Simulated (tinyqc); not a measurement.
Raising U: Hubbard ring of 5 sites, mean field against exact. Computed by the program tinyqc. Collinear unrestricted mean field (the lowest of 40 random starts) against exact diagonalisation.

one-body matrix (hopping and site energies) (eV):
```
,1,2,3,4,5
1,0.0000,-0.5400,0.0000,0.0000,-0.5400
2,-0.5400,0.0000,-0.5400,0.0000,0.0000
3,0.0000,-0.5400,0.0000,-0.5400,0.0000
4,0.0000,0.0000,-0.5400,0.0000,-0.5400
5,-0.5400,0.0000,0.0000,-0.5400,0.0000
```

electrons, up and down: 3  1

Exact and mean-field results (eV):
```
U,U/t,E exact,E mean field,mean |n_up - n_down|,"double occupancy, exact",first gap in the sector
0.270,0.500,-2.67190,-2.66548,0.400,0.110,0.739
1.080,2.000,-2.28410,-2.17948,0.400,0.081,0.652
1.620,3.000,-2.08825,-1.85548,0.400,0.064,0.577
2.160,4.000,-1.93459,-1.53148,0.400,0.050,0.506
3.240,6.000,-1.72002,-1.27890,0.735,0.031,0.398
4.320,8.000,-1.58421,-1.17207,0.767,0.020,0.325
6.480,12.000,-1.42913,-1.07023,0.786,0.010,0.241
10.800,20.000,-1.29368,-0.99091,0.795,3.87e-03,0.167
```

Estimate the missing row, U = 0.54.

Computed row:
```
U        U/t   E exact  E mean field  mean |n_up - n_down|  double occupancy, exact  first gap in the sector
0.540  1.000  -2.52945      -2.50348                 0.400                    0.101                    0.719
```

In absolute terms mean field is worst at U/t = 6.0, 0.441 eV too high: at small U it is nearly exact, and at large U it still misses the motion of the hole through a fluctuating spin background. Relative to the exact energy its error is 0.2 % at the smallest U, 26 % at most and 23 % at the largest. The double occupancy falls from 0.110 to 0.004.
